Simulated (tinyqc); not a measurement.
# Ballistic Schottky-barrier transistor with a two-dimensional channel, WKB contacts, step by step

Computed by the program tinyqc: `OMP_NUM_THREADS=1 python tinyqc.py 2390111 2390112 out.jsonl`, one thread of a shared Intel Xeon 2.30GHz, about 0.3 s for the whole run. Printed values are rounded.

Source Fermi level 0, drain Fermi level -Vd. Far from the contacts Ec = pn - psi, and the gate moves psi one to one; the band edges relax as exp(-x/lam) from pn at the source and pn - Vd at the drain; Ev = Ec - Eg. A carrier of energy w inside the channel band meets at a contact a barrier of height D (the contact edge beyond the channel edge): T = 1 for w >= D, else exp(-S), S = 4 lam sqrt(m/C) [sqrt(D - w) - sqrt(w) arctan sqrt((D - w)/w)], C = hbar^2/(2 m0). The two contacts combine as Ts Td/(Ts + Td - Ts Td).

Values chosen for this exercise; channel values close to those of a black phosphorus layer: temperature T = 300 K; band gap Eg = 0.488 eV; barrier for electrons at both contacts pn = 0.21 eV; electron mass mn = 0.16 m0; hole mass mp = 0.14 m0; valleys or subbands g = 1; screening length at the contacts lam = 1.2 nm; drain bias Vd = 0.7 V; band shift psi of the channel by the gate ps = 0.17 V; energy of one carrier inside the channel band w0 = 0.26 eV; upper end of the grid wm = 0.71 eV; points of the grid nE = 15.

Constants: q = 1.602176634e-19 C, kB = 1.380649e-23 J/K, hbar = 1.054571817e-34 J s, h = 6.62607015e-34 J s, m0 = 9.1093837015e-31 kg, Vt = kB T/q, hbar^2/(2 m0) = 0.0380998212 eV nm^2. Results are converted to the units shown.

Range of the model: No scattering, image-force lowering, channel charge or band-to-band tunnelling; parabolic kappa overstates S deep in the gap.

## Band edges and barriers

Electrons: Ds = psi, Dd = psi - Vd, Es = Ec, Ed = Ec + Vd. Holes: Ds = -psi, Dd = Vd - psi, Es = -Ev, Ed = -Ev - Vd. The size of each current is taken; both flow from drain to source and add.

Ec = 0.04 eV
Ev = -0.448 eV
D for electrons (eV): source 0.170000, drain -0.530000
D for holes (eV): source -0.170000, drain 0.530000

A negative D is no barrier. Here the holes carry the larger current.

## Transmission of one of the holes

S and T at both contacts for w = w0, and the tunnelling distance lam ln(D/w) at the higher barrier.

S at the source = 0
S at the drain = 1.05196
combined T = 0.349253
tunnelling distance = 0.854634 nm

## Current of the holes on a coarse grid

I/W = g (2 q^2/h) int T(w) [N(Es + w) - N(Ed + w)] dw with w the energy of motion along the channel, N(y) = (1/2 pi) sqrt(pi m kB T/C) Fm(-y/kB T), Fm(x) = (1/sqrt(pi)) int_0^infinity u^(-1/2)/(1 + exp(u - x)) du. Electrons: Ds = psi, Dd = psi - Vd, Es = Ec, Ed = Ec + Vd. Holes: Ds = -psi, Dd = Vd - psi, Es = -Ev, Ed = -Ev - Vd. The size of each current is taken; both flow from drain to source and add. Simpson's rule on nE equally spaced w from 0 to wm.

| point | w (eV) | Ts | Td | T | size of the supply difference (1/um) |
|---|---|---|---|---|---|
| 0 | 0.000000 | 1 | 0.00123268 | 0.00123268 | 304.902 |
| 1 | 0.050714 | 1 | 0.0231249 | 0.0231249 | 271.712 |
| 2 | 0.101429 | 1 | 0.0640964 | 0.0640964 | 233.400 |
| 3 | 0.152143 | 1 | 0.129023 | 0.129023 | 186.341 |
| 4 | 0.202857 | 1 | 0.219273 | 0.219273 | 123.689 |
| 5 | 0.253571 | 1 | 0.333303 | 0.333303 | 50.6034 |
| 6 | 0.304286 | 1 | 0.466405 | 0.466405 | 10.5328 |
| 7 | 0.355000 | 1 | 0.610649 | 0.610649 | 1.59682 |
| 8 | 0.405714 | 1 | 0.754929 | 0.754929 | 0.227068 |
| 9 | 0.456429 | 1 | 0.884746 | 0.884746 | 0.0319803 |
| 10 | 0.507143 | 1 | 0.979854 | 0.979854 | 0.00449798 |
| 11 | 0.557857 | 1 | 1 | 1 | 6.32512e-4 |
| 12 | 0.608571 | 1 | 1 | 1 | 8.89422e-5 |
| 13 | 0.659286 | 1 | 1 | 1 | 1.25068e-5 |
| 14 | 0.710000 | 1 | 1 | 1 | 1.75867e-6 |

current = 376.567 uA/um

A converged quadrature gives 377.2 uA/um; this grid is 0.18 % below that. Under 0.001 % of it passes over both barriers, the rest tunnels. The other carrier adds 6.23 uA/um.
